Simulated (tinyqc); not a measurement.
Inversion layer as a triangular well, valleys of the Si type: one step. Effect on the gate capacitance. Three cases, with inputs chosen for the exercise.

Problem. The charge sits at the mean distance <z> from the surface, which adds (3.9/eps) <z> to the oxide thickness; C/Cox = tox/(tox + 3.9 <z>/eps). The density-of-states term is left out.

Case 1.

Values chosen (out of a larger set: near those of Si; not measured data): eps = 11.6 (dielectric constant); tox = 12 angstrom (SiO2-equivalent oxide thickness).

mean distance from the surface = 16.7237 angstrom

Case 2.

Values chosen (out of a larger set: near those of Si; not measured data): eps = 11.7 (dielectric constant); tox = 27 angstrom (SiO2-equivalent oxide thickness).

mean distance from the surface = 29.1892 angstrom

Case 3.

Values chosen (out of a larger set: near those of Si; not measured data): eps = 11.5 (dielectric constant); tox = 9 angstrom (SiO2-equivalent oxide thickness).

mean distance from the surface = 14.1168 angstrom

Give: added thickness; C/Cox.

Solution.

Case 1.

added thickness = 5.62 angstrom
C/Cox = 0.681

Case 2.

added thickness = 9.73 angstrom
C/Cox = 0.735

Case 3.

added thickness = 4.79 angstrom
C/Cox = 0.653

Computed by tinyqc, one run a case: `OMP_NUM_THREADS=1 python tinyqc.py N N+1 out.jsonl` with N = 1252583, 1252623, 1252796; one thread of a shared Intel(R) Xeon(R) Processor @ 2.30GHz, about 0.03 s a run at most.
